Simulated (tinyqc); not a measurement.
Worked calculation: plane-wave Kohn-Sham cycle with exchange-only LDA in a layered model solid. One step of it, computed by the program tinyqc.

Task: Iteration 2: Hamiltonian at one k. H(m,m') = (k + G_m)^2/2 delta + V(G_m - G_m'), with V(-G) = V(G).

A solid whose potential varies along x alone (atomic units):
```
parameter                      value
period a                    6.800000
cross-section of the cell  20.000000
electrons per cell                 4
grid points                       16
plane waves -n..n, n               3
k points                           3
V1 in V1 cos(2 pi x/a)     -0.770000
```

V(G_m), m = 0, 1, 2, ... (hartree): [-0.300232, -0.314707, 0.000621, 0.002904, 0.000645, 0.000194, 0.000145]

k = 0.000000 2 pi / a

Give: H.

Result:

H (hartree), order -3, -2, -1, +0, +1, +2, +3:
$$\begin{pmatrix}
3.542 & -0.315 & 0.001 & 0.003 & 0.001 & 0.000 & 0.000 \\
-0.315 & 1.407 & -0.315 & 0.001 & 0.003 & 0.001 & 0.000 \\
0.001 & -0.315 & 0.127 & -0.315 & 0.001 & 0.003 & 0.001 \\
0.003 & 0.001 & -0.315 & -0.300 & -0.315 & 0.001 & 0.003 \\
0.001 & 0.003 & 0.001 & -0.315 & 0.127 & -0.315 & 0.001 \\
0.000 & 0.001 & 0.003 & 0.001 & -0.315 & 1.407 & -0.315 \\
0.000 & 0.000 & 0.001 & 0.003 & 0.001 & -0.315 & 3.542
\end{pmatrix}$$
